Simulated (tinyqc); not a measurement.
Signal and retention of a DRAM cell: one step of the calculation.

A stored one starts at Vd and leaks: Cs dV/dt = -I(V), I = a sqrt((V + Vb)/(Vd + Vb)) + b, with a = Ig exp[-(Eg1 q/kB)(1/T - 1/T0)] (generation in a depletion layer) and b = Is exp[-(Es q/kB)(1/T - 1/T0)]. The bit line is precharged to Vd/2, and charge sharing gives the signal (V - Vd/2) Cs/(Cs + Cb).

Task. Signal and margin. The cell fails below Vc = Vd/2 + dm (Cs + Cb)/Cs.

Parameters, values chosen for the exercise:

| symbol | value | unit | meaning |
|---|---|---|---|
| Vd | 1.1 | V | array voltage |
| Cs | 17 | fF | cell capacitance |
| Cb | 110 | fF | bit-line capacitance |
| dm | 66 | mV | smallest signal that the sense amplifier resolves |

Constants: q = 1.602176634e-19 C. Results are converted to the units shown.

Wanted: transfer ratio; signal of a fresh one; Vc; charge that may be lost; the same in electrons.

Result.

transfer ratio = 0.13386
signal of a fresh one = 73.622 mV
Vc = 1.0431 V
charge that may be lost = 0.96800 fC
the same in electrons = 6041.8

Range of the model: Real arrays also hold a tail of unusually leaky cells and cells whose retention varies in time, which this model lacks.

Numbers from tinyqc (`OMP_NUM_THREADS=1 python tinyqc.py 2130116 2130117 out.jsonl`; about 0.01 s on one thread of a shared Intel Xeon 2.30GHz).
